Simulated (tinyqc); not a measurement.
From results back to parameters: quantum well in an electric field by finite differences. Two cases, with inputs chosen for the exercise.

Problem. For hard walls second order gives dE1 = -C m (e F)^2 L^4/(2c) with C = (15/pi^2 - 1)/(24 pi^2) and c = hbar^2/2m0; 1 kV/cm = 1e-5 eV/angstrom. The shift below was computed from a hidden field. The formula holds while e F L is small against E2 - E1 = 3 c pi^2/(m L^2).

Constants: hbar^2/2m0 = 3.80998211 eV angstrom^2.

Case 1.

Values chosen (out of a larger set: near those of an InGaAs well in InP; not measured data): Lh = 195 angstrom (width); mh = 0.0408 m0 (mass).

|dE1| = 0.244652 meV

Case 2.

Values chosen (out of a larger set: near those of an InGaAs well in InP; not measured data): Lh = 195 angstrom (width); mh = 0.0401 m0 (mass).

|dE1| = 0.166982 meV

Find: C; F; e F L/(E2 - E1).

Solution. F = sqrt(2c |dE1|/(C m L^4)). The last ratio is below 1, so second order is a fair guide.

Case 1.

C = 0.002195
F = 12.0 kV/cm
e F L/(E2 - E1) = 0.32

Case 2.

C = 0.002195
F = 10.0 kV/cm
e F L/(E2 - E1) = 0.26

Computed by tinyqc, one run a case: `OMP_NUM_THREADS=1 python tinyqc.py N N+1 out.jsonl` with N = 1250099, 1250127; one thread of a shared Intel(R) Xeon(R) Processor @ 2.30GHz, about 0.03 s a run at most.
